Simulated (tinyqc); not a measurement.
Undoped symmetric double-gate MOSFET, analytic potential model: one step of the calculation.

An undoped body of thickness ts between two equal insulators and tied gates; long channel, electrons only, n = ni exp((psi - V)/Vt) with V the quasi-Fermi potential (0 at the source, Vd at the drain), constant mobility, no quantisation. Across the body psi(x) = V - 2 Vt ln[(ts/(2 beta)) sqrt(q ni/(2 eps0 eps_r Vt)) cos(2 beta x/ts)], x from the centre. Q is the electron charge per area of the whole body.

Problem. Charges and drain current. beta (between 0 and pi/2) solves (Vg - V0 - V)/(2 Vt) = ln(beta) - ln(cos beta) + 2 r beta tan(beta). Q = 8 eps0 eps_r Vt beta tan(beta)/ts; I = mu (1/L)(4 eps0 eps_r/ts)(2 Vt)^2 [g(beta_s) - g(beta_d)] per width, g = beta tan(beta) - beta^2/2 + r beta^2 tan^2(beta), with beta_s at V = 0 and beta_d at V = Vd.

Inputs (values chosen for the exercise); material values close to those of gallium arsenide:
```
symbol,value,unit,meaning
T,400,K,temperature
eps_r,12.8,,relative permittivity of the semiconductor
ts,25,nm,body thickness
mu,380,cm^2/(V s),channel mobility
L,0.1,um,gate length
Vd,0.05,V,drain voltage
```

Constants: q = 1.602176634e-19 C, kB = 1.380649e-23 J/K, Vt = kB T/q, eps0 = 8.8541878128e-14 F/cm where lengths are in cm. Results are converted to the units shown.

beta_s = 0.74585967
beta_d = 0.54125404
r = 0.34410197

Wanted: Qs; Qd; g(beta_s); g(beta_d); I.

Solution.

Qs = 86.14 nC/cm^2
Qd = 40.67 nC/cm^2
g(beta_s) = 0.5743
g(beta_d) = 0.2153
I = 11.76 uA/um

The term r beta^2 tan^2(beta), which gives the square law, makes up 28.4 % of g at the source.

Program tinyqc, `OMP_NUM_THREADS=1 python tinyqc.py 2440128 2440129 out.jsonl`; Intel Xeon 2.30GHz, shared host, one thread, about 0.02 s.
